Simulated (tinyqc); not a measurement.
# Gate work function from the charge

Problem. For an undoped double gate, Q = 8 eps0 eps_r Vt beta tan(beta)/ts with 0 < beta < pi/2, and at the source (Vg - dphi)/(2 Vt) - ln[(2/ts) sqrt(2 eps0 eps_r Vt/(q ni))] = ln(beta) - ln(cos beta) + 2 r beta tan(beta), r = eps_r tox/(eox ts). Find beta and dphi.

Values chosen for this exercise; material values those of a made-up semiconductor:

| symbol | value | unit | meaning |
|---|---|---|---|
| T | 350 | K | temperature |
| eps_r | 11.5 |  | relative permittivity of the semiconductor |
| eox | 21 |  | relative permittivity of the gate insulator |
| tox | 12 | nm | insulator thickness |
| ts | 12 | nm | body thickness |
| Vg | 1.32 | V | gate voltage |

Constants: q = 1.602176634e-19 C, kB = 1.380649e-23 J/K, Vt = kB T/q, eps0 = 8.8541878128e-14 F/cm where lengths are in cm. Results are converted to the units shown.

Qs = 1096.3234 nC/cm^2
ni = 2.1552236e8 cm^-3

Answer. beta tan(beta) rises from 0 without bound on the interval, so the charge fixes beta; the second relation is then explicit in dphi. At this charge the surface density passes 0.3 Nc, so the classical Boltzmann model is only formal.

beta = 1.33
dphi = 0.190 V

Numbers from tinyqc (`OMP_NUM_THREADS=1 python tinyqc.py 2440062 2440063 out.jsonl`; about 0.01 s on one thread of a shared Intel Xeon 2.30GHz).
